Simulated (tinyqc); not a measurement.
Off-state leakage of single and stacked transistors: two steps of the calculation.

n-channel devices of unit width. Subthreshold current I(Vg, Vs, Vd) = I0 (T/300 K)^0.5 exp[(Vg - Vs - VT(T) - gb (Vs - Vb) + dd (Vd - Vs))/(nf Vt)] (1 - exp(-(Vd - Vs)/Vt)), VT(T) = VT - cT (T - 300 K). Gate-edge tunnelling Ig (Vd/1 V) exp(ag (Vd - 1 V)), for a gate at 0 V, and band-to-band leakage Ab u exp(-Bb/u), u = Vd - Vb + 1 V, flow at a drain held at V; both are taken as independent of T. In a stack of off transistors (all gates at 0 V) the same subthreshold current passes through each.

Values chosen for this exercise; values of the order met in bulk silicon logic transistors: temperature T = 378 K; supply voltage V = 1.2 V; threshold at 300 K, zero drain and body bias VT = 0.4 V; fall of the threshold with temperature cT = 0.8 mV/K; current at threshold at 300 K I0 = 0.17 uA/um; slope factor nf = 1.51; drain-induced lowering per volt dd = 0.04; rise of the threshold per volt of source-body bias gb = 0.14; gate-edge tunnelling current at 1 V Ig = 0.0001 uA/um; exponential slope of the gate current ag = 5.3 1/V; prefactor of band-to-band leakage at the drain Ab = 30 uA/(um V); its exponential voltage Bb = 26 V; body voltage Vb = -0.3 V.

Constants: q = 1.602176634e-19 C, kB = 1.380649e-23 J/K, Vt = kB T/q. Results are converted to the units shown.

Problem 1. Leakage of one transistor. Vg = Vs = 0, Vd = V; effective threshold VT(T) - gb Vb - dd V.

Find: effective threshold; parts; total; shares.

Solution 1.

effective threshold = 0.33160 V
parts (nA/um): subthreshold 0.22528, gate edge 0.34636, band-to-band 2.2824
total = 2.8541 nA/um
shares (%): subthreshold 7.8933, gate edge 12.136, band-to-band 79.971

The band-to-band part is the largest.

Problem 2. New Vx. Stack of two, Vx the node between them: I_low = I(0, 0, Vx), I_up = I(0, Vx, V), f = ln(I_up/I_low), f' = -(1 + gb + 2 dd)/(nf Vt) - 1/(Vt (exp(Vx/Vt) - 1)) - 1/(Vt (exp((V - Vx)/Vt) - 1)), Vx(new) = Vx - f/f'.

Vx at the start = 0.039 V

Find: I_low; I_up; f; f'; Vx after iteration 1.

Solution 2.

I_low = 0.06117 nA/um
I_up = 0.08839 nA/um
f = 0.3681
f' = -38.09 1/V
Vx after iteration 1 = 0.04866 V

Numbers from tinyqc (`OMP_NUM_THREADS=1 python tinyqc.py 2242020 2242021 out.jsonl`; about 0.03 s on one thread of a shared Intel Xeon 2.30GHz).
